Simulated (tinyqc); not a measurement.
# Insulator thickness and V0 from two charges

Problem. In an undoped wire Vg - V0 = Q/Cox + Vt ln(Q/Q0) + Vt ln(1 + Q/Q0) at the source, with Q0 = 4 eps0 eps_r Vt/R and Cox = eps0 eox/(R ln(1 + tox/R)). Find Cox, tox and V0.

Parameters, values chosen for the exercise; material values those of a made-up semiconductor: temperature T = 325 K; relative permittivity of the semiconductor eps_r = 9.92; relative permittivity of the gate insulator eox = 9.44; wire radius R = 6 nm.

Constants: q = 1.602176634e-19 C, kB = 1.380649e-23 J/K, Vt = kB T/q, eps0 = 8.8541878128e-14 F/cm where lengths are in cm. Results are converted to the units shown.

Qs at Vg = 0.9 and 1.3 V (nC/cm^2): [559.18420, 1433.9813]

Answer. The two equations are linear in 1/Cox and V0; tox follows by inverting the logarithm.

Cox = 2.489 uF/cm^2
tox = 4.500 nm
V0 = 0.5995 V

Program tinyqc, `OMP_NUM_THREADS=1 python tinyqc.py 2460004 2460005 out.jsonl`; Intel Xeon 2.30GHz, shared host, one thread, about 0.02 s.
